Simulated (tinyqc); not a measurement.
Semiconducting tubes compared: carbon nanotube by zone folding.

Circumference C = n a1 + m a2, a = sqrt3 acc; d = a sqrt(n^2 + nm + m^2)/pi; tan(theta) = sqrt3 m/(2n + m); dR = gcd(2n + m, 2m + n); T = t1 a1 + t2 a2 with t1 = (2m + n)/dR, t2 = -(2n + m)/dR, |T| = sqrt3 pi d/dR; N = 2 (n^2 + nm + m^2)/dR hexagons a cell. On cutting line mu = 0 to N - 1 at x = k|T|/(2 pi) the phases are p1 = 2 pi (-t2 mu + m x)/N, p2 = 2 pi (t1 mu - n x)/N, and E = -/+ t |1 + exp(i p1) + exp(i p2)|.

Values chosen for the exercise (out of a larger set: near those used for carbon; not measured data): t = 2.82 eV (hopping); acc = 1.44 angstrom (bond length); tubes = ((13, 0), (15, 11), (14, 6), (16, 9), (11, 6), (10, 8), (16, 8)) (pairs (n, m)).

E11 and E22 are twice the two lowest band edges; the cone gives E11 d = 2 t acc and E22/E11 = 2.

Tubes:

| (n,m) | d (angstrom) | theta (deg) | (n - m) mod 3 | E11 (eV) | E22 (eV) | E11 d/(2 t acc) | E22/E11 |
|---|---|---|---|---|---|---|---|
| (13,0) | 10.32 | 0.0 | 1 | 0.7678 | 1.6401 | 0.976 | 2.136 |
| (15,11) | 17.95 | 24.9 | 1 | 0.4505 | 0.9076 | 0.995 | 2.015 |
| (14,6) | 14.11 | 17.0 | 2 | 0.5809 | 1.1208 | 1.009 | 1.930 |
| (16,9) | 17.41 | 20.8 | 1 | 0.4630 | 0.9409 | 0.993 | 2.032 |
| (11,6) | 11.86 | 20.4 | 2 | 0.6903 | 1.3326 | 1.008 | 1.931 |
| (10,8) | 12.40 | 26.3 | 2 | 0.6559 | 1.2890 | 1.001 | 1.965 |
| (16,8) | 16.80 | 19.1 | 2 | 0.4866 | 0.9481 | 1.007 | 1.949 |

E11 follows 1/d first. For mod 1 the scaled E11 lies below one (0.976 to 0.995) and E22/E11 above two (2.015 to 2.136). For mod 2 the scaled E11 lies above one (1.001 to 1.009) and E22/E11 below two (1.930 to 1.965). The largest departure of the scaled E11 is that of (13,0); warping acts as cos(3 theta)/d, most for thin tubes near zigzag. Below about 8 angstrom curvature, left out of zone folding, changes the gaps further.

tinyqc: `OMP_NUM_THREADS=1 python tinyqc.py 1451196 1451197 out.jsonl`; about 0.02 s, one thread, shared Intel(R) Xeon(R) Processor @ 2.30GHz.
